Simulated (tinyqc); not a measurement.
Flow curve at three pumping speeds: Berg model of reactive sputtering of a nitride or oxide: poisoning, hysteresis and pumping speed. Computed by tinyqc, a small Python program. Command: `OMP_NUM_THREADS=1 python tinyqc.py 3023414 3023415 out.jsonl berg walk`. One thread of a shared host (Intel(R) Xeon(R) Processor @ 2.30GHz), about 0.07 s of CPU time with the checks.

A diatomic gas reacts with bare metal on the target and on the collecting surfaces; ions remove metal and compound from the target. theta_t and theta_c are the compound fractions.

Inputs (values chosen for the exercise, close to those used for aluminium oxide):

| quantity | value | unit |
|---|---|---|
| ion current density J | 17 | mA/cm^2 |
| target area A_t | 96 | cm^2 |
| collecting area A_c | 2200 | cm^2 |
| metal yield Y_m | 0.94 | - |
| compound yield Y_c | 0.031 | - |
| sticking coefficient alpha | 0.31 | - |
| reactive atoms per metal atom z | 1.5 | - |
| gas mass M | 32 | u |
| pumping speed S | 120 | l/s |
| gas temperature T | 300 | K |

Constants: e = 1.602176634e-19 C; u = 1.6605390666e-27 kg; k_B = 1.380649e-23 J/K.

Method. Ion flux j = J/e; gas flux F = P/sqrt(2 pi M k_B T). Target: (2/z) alpha F (1 - theta_t) = j Y_c theta_t. Sputtered flows F_c = j Y_c theta_t A_t, F_m = j Y_m (1 - theta_t) A_t. Collector: (2/z) alpha F (1 - theta_c) A_c + F_c (1 - theta_c) = F_m theta_c. Gas use Q = alpha F [(1 - theta_t) A_t + (1 - theta_c) A_c] + P S/(k_B T); 1 sccm = 4.4780e17 molecules/s. Rate R = F_m + F_c, given relative to j Y_m A_t. P is a single-valued function of the flow Q only if dQ/dP > 0 everywhere: S must exceed k_B T times the steepest fall of the surface terms with P.

pressure of the steepest fall = 0.00653271 Pa

critical pumping speed = 461.618 l/s

Pressure as the free variable:

| P (Pa) | theta_t | theta_c | relative rate | Q at S_c/4 (sccm) | Q at S_c (sccm) | Q at 2 S_c (sccm) |
|---|---|---|---|---|---|---|
| 0.00033 | 0.10032 | 0.08872 | 0.90298 | 1.3052 | 1.367 | 1.449 |
| 0.00065 | 0.18009 | 0.17335 | 0.82585 | 2.3363 | 2.458 | 2.619 |
| 0.00130 | 0.30521 | 0.32991 | 0.70485 | 3.8100 | 4.053 | 4.376 |
| 0.00230 | 0.43732 | 0.51680 | 0.57710 | 4.9260 | 5.355 | 5.928 |
| 0.00390 | 0.56857 | 0.70168 | 0.45018 | 5.3083 | 6.036 | 7.007 |
| 0.00650 | 0.68715 | 0.84322 | 0.33551 | 4.9414 | 6.155 | 7.772 |
| 0.01000 | 0.77165 | 0.91867 | 0.25380 | 4.3613 | 6.228 | 8.717 |
| 0.01600 | 0.84391 | 0.96345 | 0.18392 | 3.8372 | 6.824 | 10.806 |
| 0.02600 | 0.89781 | 0.98491 | 0.13180 | 3.6994 | 8.553 | 15.024 |
| 0.05200 | 0.94615 | 0.99597 | 0.08505 | 4.5939 | 14.300 | 27.242 |

At S_c/4 the flow falls with pressure in 4 of the intervals: as the target poisons, less metal arrives to getter the gas. At 2 S_c it rises throughout. Coverages and rate depend on P alone, not on S. The collector converts before the target (theta_c = 0.70 at theta_t = 0.57), since the metal is spread over a larger area and no ions clean it. The rate tends to Y_c/Y_m = 0.033.
